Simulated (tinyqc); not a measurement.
# Well width for a wanted wavelength

Problem. The layer is x parts of the first compound and 1 - x of the second, grown coherently on the third as substrate and barrier. Rows of the table: lattice constant a, average valence level Ea on an absolute scale, spin-orbit splitting so, gaps at Gamma, X and L, hydrostatic deformation potentials av and ac (Gamma), shear potential b, elastic constants, electron and heavy-hole (along z) masses. All are interpolated linearly in x; gaps get -C x (1 - x), taken wholly in the conduction band; real line-ups can differ from this model by 0.1 eV or more. In-plane strain e = (a_substrate - a)/a, e_z = -2 (c12/c11) e, volume change 2 e + e_z. With v = 2 e + e_z and d = 2 b (e_z - e): Eav = Ea + av v; E_hh = Eav + so/3 - d/2; E_lh = Eav - so/6 + d/4 + sqrt(so^2 + so d + 9 d^2/4)/2; E_c = Ea + so/3 + EG + ac v (Gamma). Substrate: E_v = Ea + so/3, E_c = E_v + EG. Well depths: dEc = E_c(substrate) - E_c, dEhh = E_hh - E_v(substrate), dElh likewise; strained Gamma gap E_c - max(E_hh, E_lh); positive values confine carriers in the layer. Lowest level of a finite well of width Lw and depth V: kw Lw/2 = arctan(sqrt((mw/mb)(V - E)/E)), kw = sqrt(mw E/C), C = hbar^2/(2 m0), for electrons (dEc) and heavy holes (dEhh), mb from the substrate; transition E_c - E_hh + both levels, without exciton binding; wavelength h c/E. Find Lw and the two levels.

Parameters, values chosen for the exercise:
```
symbol  value  unit                                      meaning
x        0.74        fraction of the first compound in the layer
CG      0.477    eV                      bowing of the Gamma gap
CX        1.4    eV                          bowing of the X gap
CL       0.33    eV                          bowing of the L gap
```

Constants: q = 1.602176634e-19 C, hbar = 1.054571817e-34 J s, h = 6.62607015e-34 J s, m0 = 9.1093837015e-31 kg, c = 299792458 m/s, hbar^2/(2 m0) = 0.0380998212 eV nm^2. Results are converted to the units shown.

Binary compounds, values chosen for the exercise:

|  | close to InAs | close to GaAs | close to InP |
|---|---|---|---|
| a (angstrom) | 6.058 | 5.653 | 5.869 |
| Ea (eV) | -6.67 | -6.92 | -7.04 |
| so (eV) | 0.382 | 0.343 | 0.11 |
| EG (eV) | 0.351 | 1.43 | 1.35 |
| EX (eV) | 1.36 | 1.9 | 2.2 |
| EL (eV) | 1.06 | 1.73 | 1.91 |
| av (eV) | 1 | 1.15 | 1.25 |
| ac (eV) | -5.14 | -7.08 | -5.09 |
| b (eV) | -1.77 | -1.72 | -1.69 |
| c11 (GPa) | 82.3 | 118 | 99.7 |
| c12 (GPa) | 45.7 | 54.1 | 56.7 |
| me (m0) | 0.0227 | 0.0675 | 0.079 |
| mh (m0) | 0.326 | 0.345 | 0.532 |

wavelength = 2026.1553 nm

Solution. Both levels fall steadily as the well widens, so the wavelength rises steadily and one width matches.

Lw = 14.30 nm
electron level = 28.35 meV
heavy-hole level = 4.661 meV

tinyqc, about 0.01 s, one thread, Intel Xeon 2.30GHz (shared host): `OMP_NUM_THREADS=1 python tinyqc.py 2690024 2690025 out.jsonl`
